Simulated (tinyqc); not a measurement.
From results back to parameters: two-band massive Dirac model of the K valleys. Four cases, with inputs chosen for the exercise.

Problem. In the valley model H = [[D/2, a t (kx - i ky)], [a t (kx + i ky), -D/2 + lam sz]], sz = +/-1, a t is hbar v. The gaps of the two spins, A and B, are G = D - lam and D + lam, the band-edge mass of A is c (D - lam)/(a t)^2, c = hbar^2/2m0, and its Berry curvature at the edge is 2 (a t)^2/G^2 in size. The values below come from hidden D, lam and t.

Constants: hbar^2/2m0 = 3.80998211 eV angstrom^2.

Case 1.

Values chosen (out of a larger set: near those used for monolayer WS2; not measured data): a = 3.199 angstrom (lattice constant).

gaps (eV): A 1.5890, B 2.0310

mass of A = 0.319846 m0

Case 2.

Values chosen (out of a larger set: near those used for monolayer MoS2; not measured data): a = 3.198 angstrom (lattice constant).

gaps (eV): A 1.6270, B 1.7730

mass of A = 0.549762 m0

Case 3.

Values chosen (out of a larger set: near those used for monolayer MoSe2; not measured data): a = 3.308 angstrom (lattice constant).

gaps (eV): A 1.4770, B 1.6630

mass of A = 0.649221 m0

Case 4.

Values chosen (out of a larger set: near those used for monolayer MoS2; not measured data): a = 3.186 angstrom (lattice constant).

gaps (eV): A 1.6820, B 1.8380

mass of A = 0.595090 m0

Find: D, lam, t; |Omega| at the A edge.

Solution. The mean of the gaps is D and half their difference lam; a t = sqrt(c G_A/m). The curvature 2 (a t)^2/G^2 equals 2c/(m G).

Case 1.

D, lam, t (eV): 1.810  0.221  1.360

|Omega| at the A edge = 14.993 angstrom^2

Case 2.

D, lam, t (eV): 1.700  0.073  1.050

|Omega| at the A edge = 8.519 angstrom^2

Case 3.

D, lam, t (eV): 1.570  0.093  0.890

|Omega| at the A edge = 7.947 angstrom^2

Case 4.

D, lam, t (eV): 1.760  0.078  1.030

|Omega| at the A edge = 7.613 angstrom^2

Computed by tinyqc, one run a case: `OMP_NUM_THREADS=1 python tinyqc.py N N+1 out.jsonl` with N = 1481060, 1481062, 1481131, 1481203; one thread of a shared Intel(R) Xeon(R) Processor @ 2.30GHz, about 0.01 s a run at most.
